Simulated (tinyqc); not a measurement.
# Changing the temperature T

Model: band-to-band tunnelling and avalanche in a reverse-biased abrupt junction. Computed by tinyqc, a small Python program. Command: `OMP_NUM_THREADS=1 python tinyqc.py 3008887 3008888 out.jsonl zener sweep`. One thread of a shared host (Intel(R) Xeon(R) Processor @ 2.30GHz), about 0.02 s of CPU time with the checks.

Direct Kane tunnelling in the local field (for indirect gaps the mass is an effective fit) and one ionisation coefficient for both carriers. N is the doping of the light side, or N_A N_D/(N_A + N_D) for the symmetric junction; the built-in voltage is taken as E_g/e.

Inputs (values chosen for the exercise, modelled on germanium):
```
quantity                                              value    unit
band gap at 300 K, E_g                                0.652      eV
gap narrowing with temperature, -dE_g/dT               0.35   meV/K
reduced tunnelling mass m_r                           0.036     m_0
permittivity eps                                         16       -
ionisation prefactor a                              1.1e+07    1/cm
ionisation field at 300 K, b                        1.4e+06    V/cm
relative rise of b with temperature                     3.4  1e-4/K
effective doping N                                    1e+18  1/cm^3
reverse bias V_R                                       0.65       V
current density that defines tunnel breakdown, J_0        1  A/cm^2
```

Junction: symmetric.

Constants: eps_0 = 8.8541878128e-12 F/m; e = 1.602176634e-19 C; m_0 = 9.1093837015e-31 kg; hbar = 1.054571817e-34 J s.

Method:
- E_g(T) = E_g - (T - 300 K)(-dE_g/dT); b(T) = b [1 + (rise)(T - 300 K)]; w = sqrt(2 eps eps_0 (V_R + E_g/e)/(e N)); F_m = 2 (V_R + E_g/e)/w; the field falls linearly from F_m to 0 on both sides.
- Kane: G(F) = A F^2 exp(-B/F), A = e^2 sqrt(m_r)/(18 pi hbar^2 sqrt(E_g)), B = pi sqrt(m_r) E_g^(3/2)/(2 e hbar), SI units; J = e int G dx x V_R/(V_R + E_g/e), the last factor making J vanish at zero bias; int G dx = (w/F_m) int_0^F_m G dF by 64 Gauss-Legendre points.
- Avalanche: I = (w/F_m) int_0^F_m a exp(-b/F) dF by 64 Gauss-Legendre points, M = 1/(1 - I), breakdown at I = 1.
- V_Z solves J = J_0 and V_A solves I = 1; the lower one is the breakdown voltage; temperature coefficients by a central difference of +/- 10 K.

One run for each value:
```
temperature T (K)  tunnel current density (A/cm^2)  tunnel breakdown V_Z (V)  avalanche breakdown V_A (V)
150                                           16.2                    0.3103                       0.5303
200                                           23.8                    0.2733                       0.5816
250                                           35.0                    0.2387                       0.6332
300                                           51.4                    0.2065                       0.6852
350                                           75.3                    0.1768                       0.7375
400                                          110.4                    0.1495                       0.7901
450                                          161.6                    0.1247                       0.8431
```

What does the table show, and why?

Over the rows, tunnel current density (A/cm^2) rises from 16.2 to 162 (exponent d ln y / d ln x 1.3 between the first rows and 3.2 between the last); tunnel breakdown V_Z (V) falls from 0.310 to 0.125 (exponent d ln y / d ln x -0.44 between the first rows and -1.5 between the last); avalanche breakdown V_A (V) rises from 0.530 to 0.843 (exponent d ln y / d ln x 0.32 between the first rows and 0.55 between the last). J changes by a factor 9.96 over 300 K, only through E_g; a current activated by half the gap at 300 K would change by about 1e7.

Caution (rows 150, 200, 250): the bias lies beyond avalanche breakdown (I > 1), so the junction cannot hold it. Caution (all rows): V_A is below about 5 E_g/e, where the local law understates it, since it ignores the distance a carrier needs to reach the ionisation energy.
